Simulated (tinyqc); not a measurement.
Capacitance of parallel on-chip lines from Laplace's equation on a mesh: one step of the calculation.

Cross-section of an endless row of equal lines between two grounded planes; neighbours are driven in antiphase (+1 V and -1 V), so the plane midway between two lines is at 0 V. By symmetry one quarter is solved: x runs from the centre of a line (column 0, mirror) to that midplane (column 4, 0 V), y from the mid-height of the line (row 0, mirror) to the ground plane (row 4, 0 V). The line fills columns 0 to 1 and rows 0 to 2 at 1 V. Cells beside the line (below row 2) have e2, cells above have e1. Each link between nodes has the conductance g = mean permittivity of the two cells beside it (a cell beyond a mirror counts as 0), and the free nodes obey sum g (V_neighbour - V) = 0.

Problem. Relaxation sweep. One sweep visits the free nodes row by row from row 0, left to right, and replaces V by V + om (weighted mean of the neighbours - V), using new values at once.

Parameters, values chosen for the exercise: over-relaxation factor om = 1.

V at the start (V):
```
       col 0  col 1  col 2  col 3  col 4
row 0      1      1      0      0      0
row 1      1      1      0      0      0
row 2      1      1      0      0      0
row 3      0      0      0      0      0
row 4      0      0      0      0      0
```

gx:
```
       col 0  col 1  col 2  col 3
row 0    0.5    0.5    0.5    0.5
row 1      1      1      1      1
row 2   1.85   1.85   1.85   1.85
row 3    2.7    2.7    2.7    2.7
row 4   1.35   1.35   1.35   1.35
```

gy:
```
       col 0  col 1  col 2  col 3  col 4
row 0    0.5      1      1      1    0.5
row 1    0.5      1      1      1    0.5
row 2   1.35    2.7    2.7    2.7   1.35
row 3   1.35    2.7    2.7    2.7   1.35
```

Wanted: V after sweep 1.

Solution.

V after sweep 1 (V):
```
        col 0   col 1   col 2   col 3   col 4
row 0  1.0000  1.0000  0.2500  0.0625  0.0000
row 1  1.0000  1.0000  0.3125  0.0938  0.0000
row 2  1.0000  1.0000  0.2922  0.0857  0.0000
row 3  0.2500  0.3125  0.1512  0.0592  0.0000
row 4  0.0000  0.0000  0.0000  0.0000  0.0000
```

Program tinyqc, `OMP_NUM_THREADS=1 python tinyqc.py 2790151 2790152 out.jsonl`; Intel Xeon 2.30GHz, shared host, one thread, about 0.7 s.
